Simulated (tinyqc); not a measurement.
# Worked calculation: diffused layer (Gaussian), carriers, mobility and sheet resistance with incomplete ionisation

Program tinyqc, `OMP_NUM_THREADS=1 python tinyqc.py 2110003 2110004 out.jsonl`; Intel Xeon 2.30GHz, shared host, one thread, about 0.01 s. Printed values are rounded.

A p-type layer from the surface x = 0 to the junction xj, N(x) = N0 exp(-(x/Ld)^2). Local neutrality (no depletion at surface or junction, no spilling of carriers), intrinsic carriers neglected, Boltzmann statistics.

Inputs (values chosen for the exercise); values close to those of aluminium in 4H silicon carbide over an n-type background:
```
symbol,value,unit,meaning
T,400,K,temperature
Nb,1.1e14,cm^-3,background doping of the opposite type
N0,4.5e18,cm^-3,peak chemical concentration
m1,16.2,cm^2/(V s),mobility limit at high doping
m2,126,cm^2/(V s),"mobility limit at low doping, at 300 K"
Nr,1.78e19,cm^-3,reference doping of the mobility law
am,0.352,,exponent of the mobility law
bt,2.5,,temperature exponent of m2
Ns,1.03e20,cm^-3,solubility limit of active dopant
NB,3.86e19,cm^-3,valence-band density of states at T
Ei,0.205,eV,ionisation energy in the dilute limit
gd,4,,degeneracy factor of the level
ks,0,eV cm,lowering of Ei per N^(1/3)
Ld,61,nm,diffusion length 2 sqrt(D t)
```

Constants: q = 1.602176634e-19 C, kB = 1.380649e-23 J/K, Vt = kB T/q. Results are converted to the units shown.

## Junction depth and local values

xj = Ld sqrt(ln(N0/Nb)); 11 equal steps from 0 to xj. Active dopant A = min(N, Ns); p solves p (p + Nb)/(A - Nb - p) = K, K = (NB/gd) exp(-E/Vt), E = max(Ei - ks A^(1/3), 0), so p = 2 K (A - Nb)/[Nb + K + sqrt((Nb + K)^2 + 4 K (A - Nb))]; mobility mu = m1 + (m2 (T/300 K)^(-bt) - m1)/(1 + ((A + Nb)/Nr)^am).

xj = 198.781 nm
x, point 0 to 11 (nm): [0.000, 18.071, 36.142, 54.213, 72.284, 90.355, 108.426, 126.497, 144.568, 162.639, 180.710, 198.781]
N, point 0 to 11 (cm^-3): [4.5e18, 4.12191e18, 3.16778e18, 2.04261e18, 1.10506e18, 5.01600e17, 1.91030e17, 6.10402e16, 1.63645e16, 3.68096e15, 6.94690e14, 1.1e14]
A, point 0 to 11 (cm^-3): [4.5e18, 4.12191e18, 3.16778e18, 2.04261e18, 1.10506e18, 5.01600e17, 1.91030e17, 6.10402e16, 1.63645e16, 3.68096e15, 6.94690e14, 1.1e14]
p, point 0 to 11 (in units of 1e17 cm^-3): [3.24414, 3.09963, 2.70234, 2.14626, 1.54731, 1.00497, 0.57866, 0.28528, 0.11216, 0.03161, 0.00569, 0.00000]
mu, point 0 to 11 (cm^2/(V s)): [44.1526, 44.4806, 45.4489, 47.0034, 49.0350, 51.3670, 53.7646, 55.9803, 57.8194, 59.1872, 60.0826, 60.5492]

At the point of highest doping 7.21 % of the net active dopant gives free carriers. The mobility runs from 44.2 to 60.5 cm^2/(V s).

## Sheet quantities by the trapezoid rule

Dose = integral of N, carrier sheet density = integral of p, 1/Rs = q integral of p mu, mean mobility 1/(q Rs sheet density), Hall mobility (unit Hall factor) = integral of p mu^2 over integral of p mu, Hall sheet density = (integral of p mu)^2/integral of p mu^2; all from 0 to xj.

dose = 2.4327e13 cm^-2
carrier sheet density = 2.3738e12 cm^-2
Rs = 56027 ohm/square
mean mobility = 46.930 cm^2/(V s)
Hall mobility = 47.146 cm^2/(V s)
Hall sheet density = 2.3629e12 cm^-2

Carriers make up 9.76 % of the dose. A Hall measurement weights the mobile tail, so its sheet density is 0.46 % below the true one. With 4000 steps Rs = 56030 ohm/square; the coarse value is within 0.01 % of it.
